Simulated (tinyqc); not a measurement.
Six-transistor SRAM cell, nodal equations and margins: one step of the calculation.

Two cross-coupled inverters (pull-down bn, pull-up bp) hold the nodes Q and QB; access transistors (ba, threshold VTn, gate on the word line at Vdd when selected) join them to the bit lines. Transistor (EKV form, voltages against the body): I = 2 n b Vt^2 [F(vp - Vs) - F(vp - Vd)] from drain to source, F(v) = ln^2(1 + exp(v/(2 Vt))), vp = (Vg - VT + sg |Vd - Vs|)/n. n-channel bodies are at 0; for the p-channel device all voltages are counted down from Vdd. b in uA/V^2 gives I in uA. For an access transistor the bit line is the drain and the node the source. In a read both bit lines are at Vdd. The cell is symmetric (no mismatch).

Question. The largest square in the read butterfly. f(x) is the node voltage of one half-cell in a read for input x (In - Ip - Ia = 0). Static noise margin: side of the largest square between the curve (x, f(x)) and its mirror image (f(y), y); with h(c) the root x of f(x) - x = c, it is the maximum over c > 0 of h(c) - h(-c) + c.

Values chosen for this exercise:
```
symbol,value,unit,meaning
T,400,K,temperature
Vdd,0.8,V,supply voltage
n,1.28,,slope factor
sg,0.118,,drain-induced barrier lowering
VTn,0.39,V,n-channel threshold
VTp,0.26,V,p-channel threshold (magnitude)
bn,450,uA/V^2,gain factor of the pull-down transistor
ba,300,uA/V^2,gain factor of the access transistor
bp,160,uA/V^2,gain factor of the pull-up transistor
```

Constants: q = 1.602176634e-19 C, kB = 1.380649e-23 J/K, Vt = kB T/q. Results are converted to the units shown.

c, point 0 to 6 (V): 0.12  0.19  0.27  0.33  0.39  0.43  0.47

Find: h(c); h(-c); side.

Answer.

```
point	h(c) (V)	h(-c) (V)	side (V)
0	0.4045	0.4470	0.0776
1	0.3965	0.4736	0.1129
2	0.3851	0.5109	0.1442
3	0.3719	0.5420	0.1599
4	0.3512	0.5755	0.1657
5	0.3318	0.5993	0.1625
6	0.3074	0.6246	0.1528
```

The maximum over c is 165.7 mV, the read margin; with the word line off (no Ia) the same construction gives 279.2 mV.

Numbers from tinyqc (`OMP_NUM_THREADS=1 python tinyqc.py 2340023 2340024 out.jsonl`; about 0.1 s on one thread of a shared Intel Xeon 2.30GHz).
